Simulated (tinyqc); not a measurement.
Thermodynamics of metal silicides: hull, first phase, silicon consumed, nucleation and stability against SiO2: one step, computed by the program tinyqc.

Entropies of formation of the solids are neglected, so heats stand for free energies. Si fractions: M2Si 0.3333, MSi 0.5000, MSi2 0.6667.

Task: Nucleation of MSi2 from MSi and Si. Where free silicon remains, MSi + Si -> MSi2 gains dH = 3 H(MSi2) - 2 H(MSi) per mole of M; per volume dG = |dH|/V(MSi2); r* = 2 gamma/dG, W* = 16 pi gamma^3/(3 dG^2). For comparison the same with MSi forming from the elements, 2 |H(MSi)|/V(MSi).

Inputs (values chosen for the exercise, of the order of those of nickel silicides for heats and volumes only):
```
quantity                          value          unit
heat of formation of MSi          -42.3  kJ/mol atoms
heat of formation of MSi2           -31  kJ/mol atoms
change of interface energy gamma   0.21         J/m^2
temperature T                       800             K
```

Phases: M2Si, MSi, MSi2.

volumes of the three phases per mole of M (cm^3/mol): 10  14.5  23.6

Constants: e = 1.602176634e-19 C; k_B = 8.617333262e-05 eV/K.

Give: dH of the reaction; driving force; critical radius; barrier W*; W*/(k_B T); barrier for MSi from the elements.

Result:

dH of the reaction = -8.4 kJ/mol M

driving force = 0.3559 kJ/cm^3

critical radius = 1.18 nm

barrier W* = 7.645 eV

W*/(k_B T) = 110.9

barrier for MSi from the elements = 0.02845 eV

The barrier is 270 times that of MSi from the elements, since little energy is left to gain: homogeneous nucleation is out of reach, and only sites that cut the interface energy (grain boundaries, triple junctions) can start it.
